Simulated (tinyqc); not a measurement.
# Junction parameters from two forward currents

Problem. D(v) = J1 (exp(v/Vt) - 1) + J2 (exp(v/(2 Vt)) - 1). Find J1, J2 and the voltage 2 Vt ln(J2/J1) near which both parts are equal.

Values chosen for this exercise: temperature T = 300 K.

Constants: q = 1.602176634e-19 C, kB = 1.380649e-23 J/K, Vt = kB T/q. Results are converted to the units shown.

junction voltages (V): 0.25  0.7
currents (uA/um): 3.0221240e-7  0.093780230

Answer. The current is linear in J1 and J2, so two points give two equations.

J1 = 1.600e-13 uA/um
J2 = 2.400e-9 uA/um
crossover = 0.4972 V

Computed by the program tinyqc: `OMP_NUM_THREADS=1 python tinyqc.py 2182049 2182050 out.jsonl`, one thread of a shared Intel Xeon 2.30GHz, about 0.2 s for the whole run.
